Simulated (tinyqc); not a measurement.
Thermoelectric coefficients of a parabolic band, Landauer integrals: one step of the calculation.

Bulk parabolic band, x = (E - Ec)/kB T, C = hbar^2/(2 m0), kB T in eV. Modes per area gv m kB T x/(4 pi C) times the back-scattering length l0 x^rr give the transport function s0 X(x), s0 = (2 q^2/h) gv m kB T l0/(4 pi C), X = x^(1 + rr). I_k = int X (x - eta)^k w dx, w = 1/(4 cosh^2((x - eta)/2)).

Question. Power factor and figure of merit. Power factor S^2 sigma, ZT = S^2 sigma T/(kappa_e + kL).

Values chosen for this exercise: temperature T = 200 K; lattice thermal conductivity kL = 2.1 W/(m K).

sigma = 164.59331 S/cm
S = -475.81520 uV/K
kappa_e = 0.061243768 W/(m K)

Give: power factor; ZT; electronic share of kappa.

Answer.

power factor = 3.7264 mW/(m K^2)
ZT = 0.34484
electronic share of kappa = 2.8337 %

Range of the model: Parabolic bands, elastic scattering and a fixed kL make these model figures, not those of a material.

Program tinyqc, `OMP_NUM_THREADS=1 python tinyqc.py 2800033 2800034 out.jsonl`; Intel Xeon 2.30GHz, shared host, one thread, about 0.02 s.
